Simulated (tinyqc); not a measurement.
Which single mass stands for the valley: donor in an ellipsoidal valley (Kohn-Luttinger variational method). Computed by tinyqc, a small Python program. Command: `OMP_NUM_THREADS=1 python tinyqc.py 3013696 3013697 out.jsonl kohnlutt walk`. One thread of a shared host (Intel(R) Xeon(R) Processor @ 2.30GHz), about 0.05 s of CPU time with the checks.

H = -(d^2/dx^2 + d^2/dy^2) - gamma d^2/dz^2 - 2/r in units built on m_t, with gamma = m_t/m_l and z along the valley axis. One valley; no valley-orbit or central-cell term.

Inputs (values chosen for the exercise, modelled on germanium): transverse mass m_t = 0.0798 m_0; longitudinal mass m_l = 1.56 m_0; dielectric constant eps = 15.4.

Constants: Ry = 13.605693123 eV; a_0 = 0.529177210903 angstrom.

Method:
- Ry* = Ry m_t/eps^2, a* = a_0 eps/m_t, gamma = m_t/m_l.
- Trial function exp(-sqrt((x^2 + y^2)/a^2 + z^2/b^2)) with beta = b/a < 1: E = t/a^2 - u/a, t = (2 + gamma/beta^2)/3, u = 2 arcsin(sqrt(1 - beta^2))/sqrt(1 - beta^2); the best a is 2 t/u and E(beta) = -u^2/(4 t).
- Golden-section search on beta from 0.05 to 0.999, 60 steps.
- Gaussian basis: g = P exp(-al (x^2 + y^2) - be z^2) with P = 1 (s-like), z (2p0) or x (2p+-); al = 0.004 x 2.6^k, k = 0..11, and be/al = 1, gamma^(-1/2) or 1/gamma (36 functions); 1/r = (2/sqrt(pi)) int exp(-t^2 r^2) dt by 48 Gauss-Legendre points after t = sqrt(al_i + al_j) tan(theta); overlap eigenvalues below 1e-10 are dropped.
- A hydrogenic level is Ry m/eps^2 for one mass m; errors are against the Gaussian basis.

gamma = 0.0511538

1s binding energy, Gaussian basis = 9.58194 meV

1s binding energy, trial function = 9.52967 meV

1s binding energy:

| rule | mass (m_0) | binding (meV) | error (%) |
|---|---|---|---|
| transverse mass | 0.0798 | 4.578 | -52.22 |
| conductivity mass 3/(2/m_t + 1/m_l) | 0.1167 | 6.696 | -30.12 |
| density-of-states mass (m_t^2 m_l)^(1/3) | 0.2150 | 12.333 | 28.71 |
| longitudinal mass | 1.5600 | 89.496 | 834.01 |
| trial function with a and b | - | 9.530 | -0.55 |
| mass that fits 1s | 0.1670 | 9.582 | 0.00 |

What follows from these numbers?

The conductivity mass, which is what a spherical trial function (a = b) gives, falls short by 30.1 %, as a restricted variational bound must; the density-of-states mass is off by +28.7 %. The mass that fits lies between the two.

Extremes, crossings and ranges named in words are read from the listed rows.
